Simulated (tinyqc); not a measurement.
# Changing the particle radius R

Model: a particle near a wafer in liquid: double-layer and van der Waals forces (DLVO), deposition barrier and removal. Computed by tinyqc, a small Python program. Command: `OMP_NUM_THREADS=1 python tinyqc.py 3112178 3112179 out.jsonl dlvo sweep`. One thread of a shared host (Intel(R) Xeon(R) Processor @ 2.30GHz), about 0.01 s of CPU time with the checks.

Sphere and flat wall, Derjaguin approximation, constant potentials in the linear-superposition form, no retardation and no hydration force.

Inputs (values chosen for the exercise, of the order of those for silica on silicon in water):
```
quantity,value,unit
Hamaker constant A,1.3e-20,J
potential of the particle psi_1,-59,mV
potential of the wafer psi_2,-29,mV
salt concentration c,0.0017,mol/L
valence z of the symmetric salt,1,-
temperature T,343,K
dielectric constant of the liquid,63.7,-
contact distance h0,0.3,nm
contact radius over R,0.17,-
viscosity,0.88,mPa s
```

Constants: e = 1.602176634e-19 C; N_A = 6.02214076e+23 1/mol; eps_0 = 8.8541878128e-12 F/m; k_B = 1.380649e-23 J/K; k_B = 8.617333262e-05 eV/K.

Method. kappa^2 = 2 z^2 e^2 N_A (1000 c)/(eps eps_0 k_B T); gamma_i = tanh(z e psi_i/(4 k_B T)); Z = 64 pi eps eps_0 (k_B T/(z e))^2 gamma_1 gamma_2. Adhesion F_a = A R/(6 h0^2) [1 + a^2/(R h0)] - kappa Z R exp(-kappa h0), a the contact radius. Drag in a shear flow F_d = 1.7 x 6 pi mu R^2 G, acting at 1.4 R; rolling starts when 1.4 R F_d = a F_a. Wall shear stress = mu G.

One run for each value:
```
particle radius R (nm),wall shear stress for rolling (Pa),net adhesion F_a (pN),kappa R
5,25913,1.710e+02,7.014e-01
11,16572,5.292e+02,1.543e+00
22,12680,1.620e+03,3.086e+00
100,9644,2.545e+04,1.403e+01
210,9196,1.070e+05,2.946e+01
450,8978,4.798e+05,6.313e+01
950,8878,2.114e+06,1.333e+02
2000,8831,9.322e+06,2.806e+02
```

Give the missing row, particle radius R (nm) = 47.

Computed row:
```
particle radius R (nm)  wall shear stress for rolling (Pa)  net adhesion F_a (pN)    kappa R
47                                                   10610              6.185e+03  6.593e+00
```

Interpolating between the two neighbouring rows (the first column on a logarithmic scale, the others too where they are positive) misses by up to 4.2 %. Over the rows, wall shear stress for rolling (Pa) falls from 25900 to 8830 (exponent d ln y / d ln x -0.57 between the first rows and -0.0072 between the last); net adhesion F_a (pN) rises from 171 to 9.32e6 (exponent d ln y / d ln x 1.4 between the first rows and 2.0 between the last); kappa R rises from 0.701 to 281 (exponent d ln y / d ln x about 1.0 throughout). At the high end the exponent of wall shear stress for rolling is -0.01, close to 0: the flattened contact adds adhesion as R^2. The smallest particle needs 2.93 times the shear stress of the largest.

Caution (rows 5.00, 11.0): kappa R is not large, so the Derjaguin approximation is only rough at gaps of the order of the Debye length.

Extremes, crossings and ranges named in words are read from the listed rows.
